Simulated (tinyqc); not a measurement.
Comparisons within one model: nanosheet or nanowire with hard walls, valleys of the Si type. A value that a table varies takes the place of the one given here.

Six ellipsoidal valleys along the cube axes: inverse mass tensor w = 1/mt + (1/ml - 1/mt) a a^T with a the unit axis. Device axes: x along the channel, z = [001], y = z x x.

Hard walls around a W x H rectangle. The block w_c of w in (y, z) confines; the transport mass follows from 1/m_x = w_xx - w_xc w_c^-1 w_cx. The cross-section problem c (w_yy ky^2 + 2 w_yz ky kz + w_zz kz^2), c = hbar^2/2m0, is solved in products sin(n pi y/W) sin(l pi z/H), n, l = 1 to 12; if w_yz = 0 the levels are c pi^2 (w_yy n^2/W^2 + w_zz l^2/H^2). The w_yz term couples (n, l) to (n', l') by -2 c w_yz D_nn'(W) D_ll'(H) with D_nm(L) = 4 n m/(L (n^2 - m^2)) for n + m odd and 0 otherwise.

Without degeneracy the line density is N1 exp((EF - Ec)/kB T) with N1 = sum 2 g sqrt(m_x kB T/(4 pi c)) exp(-E/kB T), here over n, l up to 80 where w_yz = 0 and over all levels of a 12 x 12 sine basis otherwise; the classical value is W H Nc with Nc = 2 g_all (m_dos kB T/(4 pi c))^(3/2), m_dos = (ml mt^2)^(1/3); dVt = kB T ln(W H Nc/N1).

Constants: hbar^2/2m0 = 3.80998211 eV angstrom^2; kB = 8.617333262e-05 eV/K.

Values chosen for the exercise (near those of Si; shifted at random, so the results belong to these values and not to a real crystal): ml = 0.931 m0 (longitudinal mass); mt = 0.191 m0 (transverse mass); T = 300 K (temperature); g_all = 6 (number of valleys); channel = 110 (transport direction x on a (001) wafer); H = 32 angstrom (height, along z = [001]); Ws = (25, 35, 50, 75, 110, 170, 260) angstrom (widths); W = 235 angstrom (width, along y).

## From wire to sheet

Valleys:
```
group  valleys g     w_yy     w_zz   |w_yz|  m_x (m0)
A              2  5.23560  1.07411  0.00000   0.19100
B              4  3.15486  5.23560  0.00000   0.56100
```

Lowest level of each group (groups ordered by w_zz, then w_yy) and dVt against the width.

Results:
```
W (angstrom)  A1 (eV)  B1 (eV)  dVt (mV)
25             0.3544   0.3821     318.6
35             0.2002   0.2891     190.3
50             0.1182   0.2397     119.4
75             0.0744   0.2134      86.1
110            0.0557   0.2021      74.0
170            0.0463   0.1964      67.5
260            0.0424   0.1940      64.1
```

What does this show?

dVt falls from 319 to 64 mV. Group A is lowest at every width, by 28 meV in the narrowest and 152 meV in the widest. At the widest W the lowest level is 0.0424 eV; the film limit c pi^2 w_zz/H^2 of that group is 0.0394 eV.

## Channel direction

The same rectangle along [100] and [110]; groups ordered by w_zz, then w_yy.

Lowest level of each group:
```
channel, group  valleys g   w_yy   w_zz  |w_yz|  m_x (m0)  E (eV)
[100] A                 2  5.236  1.074   0.000     0.191  0.0430
[100] B                 2  1.074  5.236   0.000     0.191  0.1930
[100] C                 2  5.236  5.236   0.000     0.931  0.1958
[110] A                 2  5.236  1.074   0.000     0.191  0.0430
[110] B                 4  3.155  5.236   0.000     0.561  0.1944
```

What can be read from the table?

The lowest subband has m_x = 0.191 m0 and 2 valleys along [100], and 0.191 m0 and 2 valleys along [110]; its edge lies at 0.0430 and 0.0430 eV. These valleys have their axis along z, so turning the channel in the wafer plane leaves them alone; only the higher groups change.

## What each parameter does

E1 and E2 are the two lowest subband edges over all groups. Each row changes one parameter from the base and keeps the others.

Results:
```
case              E1 (eV)  E2 - E1 (meV)  m_x of lowest (m0)  dVt (mV)
base               0.0430           10.7               0.191      64.8
W = 250 angstrom   0.0426            9.4               0.191      64.3
H = 26 angstrom    0.0633           10.7               0.191      80.2
T = 270 K          0.0430           10.7               0.191      61.6
ml = 1.024 m0      0.0394           10.7               0.191      62.3
mt = 0.21 m0       0.0427            9.7               0.210      64.2
```

How do the results move?

The largest shifts from the base row, up to three for each result and ties (the steps differ in size, so this ranks the rows, not the parameters). E1 (eV): H +0.0203, ml -0.0036, W -0.0004; unchanged at the printed digits by T. E2 - E1 (meV): W -1.2, mt -1.0; unchanged at the printed digits by H, T and ml. m_x of lowest (m0): mt +0.019; unchanged at the printed digits by W, H, T and ml. dVt (mV): H +15.5, T -3.2, ml -2.5.

tinyqc: `OMP_NUM_THREADS=1 python tinyqc.py 1252704 1252705 out.jsonl`; about 0.04 s, one thread, shared Intel(R) Xeon(R) Processor @ 2.30GHz.
